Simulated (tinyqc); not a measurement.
# Admittance spectroscopy and thermally stimulated current of one trap level in a depletion layer, step by step

A worked calculation. Computed by tinyqc, a small Python program that keeps every step. Command: `OMP_NUM_THREADS=1 python tinyqc.py 3111314 3111315 out.jsonl admit walk`. One thread of a shared host (Intel(R) Xeon(R) Processor @ 2.30GHz), about 0.01 s of CPU time with the checks. Intermediate numbers are printed to about 7 digits and carried at full precision; extremes and crossings named in words are read from the listed rows.

A Schottky junction on n-type material holds one donor-like electron trap; shallow donors are fully ionised and abrupt depletion edges are assumed.

Inputs (values chosen for the exercise, modelled on n-type silicon): dielectric constant eps = 11.8; density-of-states mass m = 1.06 m_0; shallow doping N = 1.1e+16 1/cm^3; trap density N_t = 1.5e+15 1/cm^3; trap depth E_t below the band = 0.247 eV; capture cross section sigma = 2.6e-15 cm^2; band bending V_b = 0.91 V; test frequency f = 100 Hz; heating rate beta = 0.68 K/s.

Constants: k_B = 1.380649e-23 J/K; m_0 = 9.1093837015e-31 kg; h = 6.62607015e-34 J s; k_B = 8.617333262e-05 eV/K; eps_0 = 8.8541878128e-12 F/m; e = 1.602176634e-19 C.

## Temperature of the peak

N_c = 2 (2 pi m k_B T/h^2)^(3/2), v_th = sqrt(3 k_B T/m), emission rate e_n = sigma v_th N_c exp(-E_t/(k_B T)). Where the level crosses the Fermi level capture equals emission, so the trap follows the signal with the rate 2 e_n; G/omega peaks at omega = 2 e_n (the correction for large N_t/N is left out). Solve 2 e_n(T_p) = 2 pi f.

peak temperature T_p = 142.0873 K

N_c at T_p = 8.926514e+18 1/cm^3

e_n at T_p = 314.1593 1/s

E_c - E_F = k_B T_p ln(N_c/N) = 0.08202208 eV

## The capacitance step

With E_c - E_F = k_B T_p ln(N_c/N): lambda = sqrt(2 eps eps_0 (E_t - (E_c - E_F))/(e^2 N)); traps are empty and charged for x < x_t = w - lambda, and V_b = e (N w^2 + N_t x_t^2)/(2 eps eps_0). High frequency: C_hf = eps eps_0/w. Low frequency: C_lf = eps eps_0 (N + N_t)/(N w + N_t x_t).

lambda = 139.8594 nm

depletion width w = 321.5478 nm

crossing point x_t = 181.6884 nm

C_hf = 32.49266 nF/cm^2

C_lf = 34.28200 nF/cm^2

step (C_lf - C_hf)/C_hf = 0.05506915

small-N_t estimate (N_t/N)(lambda/w) = 0.05931230

Reading N_t/N straight from the step would give 0.0551 against the true 0.136: the factor lambda/w must be known.

## Scan in temperature at fixed frequency

With x = omega/(2 e_n): C = C_hf + (C_lf - C_hf)/(1 + x^2), G/omega = (C_lf - C_hf) x/(1 + x^2); C_hf and C_lf are held at their values at T_p.

Admittance:
```
T (K)  omega/(2 e_n)  C (nF/cm^2)  G/omega (nF/cm^2)
125.0   2.036594e+01     32.49696          0.0876483
130.7   6.852759e+00     32.52996          0.2556684
135.0   3.194352e+00     32.65236          0.5101616
139.2   1.583267e+00     33.00291          0.8078763
142.1   9.980221e-01     33.38910          0.8946697
144.9   6.499983e-01     33.75054          0.8176251
149.2   3.466711e-01     34.09003          0.5537619
154.9   1.586116e-01     34.23809          0.2768458
162.0   6.444645e-02     34.27460          0.1148398
```

The peak of G/omega is half the step, 0.895 nF/cm^2. Its full width is near 2 ln(2 + sqrt3) k_B T_p^2/(E_t + 2 k_B T_p) = 16.9 K.

## Arrhenius plot

T_p for 0.1, 0.3, 1, 3 and 10 f; least-squares lines of ln(e_n/T^2) and of ln(e_n) against 1/(k_B T), e_n = pi f; sigma = exp(intercept)/(v_th N_c/T^2).

Peaks:
```
f (Hz)   T_p (K)  1/(k_B T) (1/eV)  ln(e_n/T^2)   ln(e_n)
10      128.6666          90.19057    -6.267135  3.447315
30      134.7530          86.11699    -5.260959  4.545927
100     142.0873          81.67174    -4.162983  5.749900
300     149.4765          77.63442    -3.165765  6.848512
1000    158.4610          73.23266    -2.078531  8.052485
```

depth from e_n/T^2 = 0.247 eV

cross section from the intercept = 2.60e-15 cm^2

depth without the T^2 = 0.2715454 eV

Leaving out T^2 adds 25 meV, near 2 k_B T_p = 24 meV.

## Thermally stimulated current

Thermally stimulated current without retrapping: filled share n(T) = exp(-(1/beta) int e_n dT), current proportional to e_n n; the peak obeys beta (E_t/(k_B T^2) + 2/T) = e_n(T). The integral starts at 0.5 T_m and uses 4000 trapezoid steps to 1.2 T_m. Chen's first-order estimate from the full width W = T_2 - T_1 between the half-height points: E = 2.52 k_B T_m^2/W - 2 k_B T_m.

peak temperature T_m = 106.0805 K

lower half-height T_1 = 101.1034 K

upper half-height T_2 = 109.6608 K

filled share at T_m = 0.3909294

E_t/(k_B T_m) = 27.02020

symmetry factor (T_2 - T_m)/(T_2 - T_1) = 0.4183901

depth by Chen's formula = 0.2672784 eV

The slow ramp empties the trap at 106 K, far below the admittance peak at 142 K, since the rate asked for is 0.19 per second instead of 310. Chen's formula, made for a constant prefactor, gives 20 meV more than E_t.

Checks made by the program: C_lf against dQ/dV by differences (relative difference below 1e-10); depth recovered (relative difference below 1e-10); peak of the integrated curve (relative difference 2e-05).
